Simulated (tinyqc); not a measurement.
Global model of a low-pressure process discharge: electron temperature, density, ion flux and ion energy: one step, computed by the program tinyqc. Command: `OMP_NUM_THREADS=1 python tinyqc.py 3113690 3113691 out.jsonl plasma walk`. One thread of a shared host (Intel(R) Xeon(R) Processor @ 2.30GHz), about 0.01 s of CPU time with the checks.

Maxwellian electrons with temperature T_e in eV, one positive ion, no negative ions, uniform bulk density n; rate constants have the Arrhenius form.

Question. Energy per pair and density. E_c = E_iz + (X0 exp(-E_ex/T_e) E_ex + K_el (3 m_0/M) T_e)/K_iz; wall potential V_s = (T_e/2) ln(M/(2 pi m_0)); E_T = E_c + 2 T_e + T_e/2 + V_s; n = P/(e u_B A_eff E_T); ion current density J = e h_L n u_B; ionised share n/n_g.

Inputs (values chosen for the exercise, of the order of those of an inductive discharge in a simple atomic gas):

| quantity | value | unit |
|---|---|---|
| ion mass M | 35.5 | u |
| ionisation energy E_iz | 12.3 | eV |
| excitation prefactor X0 | 2.7e-14 | m^3/s |
| excitation energy E_ex | 10.8 | eV |
| elastic rate constant K_el | 7e-14 | m^3/s |
| gas temperature T_g | 600 | K |
| absorbed power P | 590 | W |

T_e = 2.823206 eV

K_iz = 8.204794e-16 m^3/s

Bohm velocity u_B = 2770.051 m/s

A_eff = 775.6659 cm^2

h_L = 0.3911570

gas density n_g = 3.983634e+19 1/m^3

Constants: m_0 = 9.1093837015e-31 kg; u = 1.6605390666e-27 kg; e = 1.602176634e-19 C.

Give: collisional loss per pair E_c; wall potential V_s; E_T; plasma density n; ion current density J; ionised share.

Answer.

collisional loss per pair E_c = 20.062 eV

wall potential V_s = 13.043 V

E_T = 40.163 eV

plasma density n = 4.2673e+11 1/cm^3

ion current density J = 7.4080 mA/cm^2

ionised share = 0.010712

Collisions take 50 % of the power and the walls the rest. T_e came from the particle balance alone; the power sets only n.
